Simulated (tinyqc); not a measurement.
The basis set: RHF and MP2 along a ladder of basis sets, for BeH2, spin multiplicity 1. Computed by the program tinyqc with PySCF. Same geometry throughout; the dipole is taken about the origin.

Geometry (angstrom):
```
atom,x,y,z
Be,0.0000,0.0000,0.0000
H,0.0000,1.2950,0.0000
H,0.0000,-1.2950,0.0000
```

RHF and frozen-core MP2 in a ladder of bases:
```
basis,functions,E(RHF) (hartree),E(MP2 corr) (hartree),HOMO (eV),LUMO (eV),dipole (debye)
sto-3g,7,-15.56134,-0.02212,-11.670,5.739,0.000
3-21g,13,-15.67257,-0.02785,-12.336,2.253,0.000
6-31g,13,-15.75841,-0.02803,-12.305,2.471,0.000
6-31g**,24,-15.76581,-0.04885,-12.235,2.515,0.000
cc-pvtz,58,-15.77059,-0.06075,-12.339,1.653,0.000
```

Estimate the missing row, basis = cc-pvdz.

Computed row:
```
basis    functions  E(RHF) (hartree)  E(MP2 corr) (hartree)  HOMO (eV)  LUMO (eV)  dipole (debye)
cc-pvdz         24         -15.76616               -0.05089    -12.283      1.937           0.000
```

From cc-pVDZ to cc-pVTZ the RHF energy falls by 4.4 mhartree and the correlation energy by 9.9. If valence correlation converges as X^-3, (27 E(T) - 8 E(D))/19 gives -0.0649 hartree, a rough estimate from such small X that usually falls short; STO-3G holds about 34 % of it. Beyond STO-3G the LUMO moves by 0.9 eV and the HOMO by 0.1 eV.
